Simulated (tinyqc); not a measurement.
What moves the results: smearing for a one-band metal on the square lattice. A value that a table varies takes the place of the one given here.

Lattice vectors (units of a): a1 = (1, 0), a2 = (0, 1). E(k) = -t A_1(k) - t2 A_2(k), A_m the sum of cos(k . R) over the 4 nearest and 4 second lattice vectors. Mesh k = sum (j_i/N) b_i, j_i = 0 .. N-1.

With x = (E_k - mu)/sigma: Fermi-Dirac f = 1/(1 + exp(x)), s = -f ln f - (1 - f) ln(1 - f); Gaussian f = erfc(x)/2, s = exp(-x^2)/(2 sqrt(pi)); Methfessel-Paxton (first order) f = erfc(x)/2 - x exp(-x^2)/(2 sqrt(pi)), s = (1 - 2 x^2) exp(-x^2)/(4 sqrt(pi)); cold (Marzari-Vanderbilt) with y = x + 1/sqrt(2), f = erfc(y)/2 + exp(-y^2)/sqrt(2 pi), s = y exp(-y^2)/sqrt(2 pi). With weights w = points/N^d (d the dimension), mu solves 2 sum w f = ne; E = 2 sum w f E_k, S = 2 sum w s, F = E - sigma S.

With x = (E_k - mu)/sigma: Gaussian f = erfc(x)/2, s = exp(-x^2)/(2 sqrt(pi)); Methfessel-Paxton (first order) f = erfc(x)/2 - x exp(-x^2)/(2 sqrt(pi)), s = (1 - 2 x^2) exp(-x^2)/(4 sqrt(pi)). With weights w = points/N^d (d the dimension), mu solves 2 sum w f = ne; E = 2 sum w f E_k, S = 2 sum w s, F = E - sigma S.

With x = (E_k - mu)/sigma: cold (Marzari-Vanderbilt) with y = x + 1/sqrt(2), f = erfc(y)/2 + exp(-y^2)/sqrt(2 pi), s = y exp(-y^2)/sqrt(2 pi). With weights w = points/N^d (d the dimension), mu solves 2 sum w f = ne; E = 2 sum w f E_k, S = 2 sum w s, F = E - sigma S.

Values chosen for the exercise: t = 1.14 eV (nearest hopping); t2 = 0.21 eV (second hopping); ne = 1.43 (electrons per cell); N = 6 (unshifted mesh); sigma = 0.57 eV (width).

## Error of each scheme against the width

All on the dense mesh N = 200. The reference is F of first-order Methfessel-Paxton smearing with sigma = 0.05 t on the mesh N = 200; it moves by 0.00 meV on the mesh N = 250, so errors below a few times that are not resolved.

Errors (meV per cell):
```
sigma (eV)     FD F  FD (E+F)/2  Gauss F  Gauss (E+F)/2  MP F  cold F
0.114         -7.04        0.08    -1.06           0.00  0.00    0.02
0.171        -16.02        0.26    -2.39           0.00  0.01    0.09
0.228        -28.73        0.35    -4.25           0.02  0.02    0.24
0.342        -64.78       -0.67    -9.62           0.10  0.13    1.06
0.456       -113.62       -4.36   -17.24           0.31  0.42    2.54
0.684       -242.55      -22.80   -39.38           0.59  0.93    5.38
0.912       -403.06      -56.91   -70.32          -0.08  0.46    6.39
```

reference = -1.44883 eV

Doubling sigma from 0.228 to 0.456 eV multiplies the error of F by 4.0 (Fermi-Dirac) and 4.1 (Gaussian); a pure sigma^2 term would give 4. At the smallest width Fermi-Dirac errs 6.6 times as much as Gaussian, against 2 pi^2/3 = 6.6 for the ratio of the sigma^2 terms at equal sigma. At the largest width the sizes of the errors rank Gauss (E+F)/2 0.1, MP F 0.5, cold F 6.4, FD (E+F)/2 56.9, Gauss F 70.3, FD F 403.1 meV; the reference is good to about 0.01 meV.

## Mesh against width

Gaussian smearing, (E + F)/2. The reference is F of first-order Methfessel-Paxton smearing with sigma = 0.05 t on the mesh N = 200; it moves by 0.00 meV on the mesh N = 250, so errors below a few times that are not resolved.

Errors (meV per cell):
```
N   sigma = 0.05 t  sigma = 0.15 t  sigma = 0.4 t
4           -32.66          -36.45         -45.83
8            18.90           15.30           8.22
12           -3.91           -3.17          -0.74
16            4.03            2.81           0.34
24            0.95            0.29           0.31
48           -0.28           -0.01           0.31
```

reference = -1.44883 eV

First N from which the value stays within 2 meV of its last entry (which need not be the best one): 24 for sigma = 0.05 t, 24 for sigma = 0.15 t, 12 for sigma = 0.4 t. At the last mesh the errors are -0.28, -0.01 and +0.31 meV. The widest smearing converges sooner with the mesh than the narrowest; a level at which its last entries rest, if any, is its bias. The smallest error belongs to 0.05 t on 1, 0.15 t on 2, 0.4 t on 3 of the 6 meshes.

## What moves the results of cold (Marzari-Vanderbilt) smearing

All sums formed anew. Each row changes one parameter from the base and keeps the others.

Results:
```
case             mu (eV)   E (eV)        S   F (eV)
base              1.6755  -1.4449   0.0231  -1.4581
N = 12            1.4976  -1.4493  -0.0093  -1.4440
sigma = 1.14 eV   1.5690  -1.4715  -0.0172  -1.4519
ne = 1.53         1.9259  -1.2633   0.0252  -1.2777
t2 = 0.324 eV     1.8104  -1.3519   0.0549  -1.3833
t = 1.254 eV      1.8246  -1.6034   0.0250  -1.6176
```

The largest shifts from the base row, up to three for each result and ties (the steps differ in size, so this ranks the rows, not the parameters). mu (eV): ne +0.2505, N -0.1778, t +0.1491. E (eV): ne +0.1817, t -0.1584, t2 +0.0930. S: sigma -0.0403, N -0.0323, t2 +0.0319. F (eV): ne +0.1804, t -0.1595, t2 +0.0748.

Computed by tinyqc, a small Python program: `OMP_NUM_THREADS=1 python tinyqc.py 1652506 1652507 out.jsonl` (the numbers bound the seed that draws the inputs); one thread of a shared host (Intel(R) Xeon(R) Processor @ 2.30GHz), about 0.07 s for the whole set of steps.
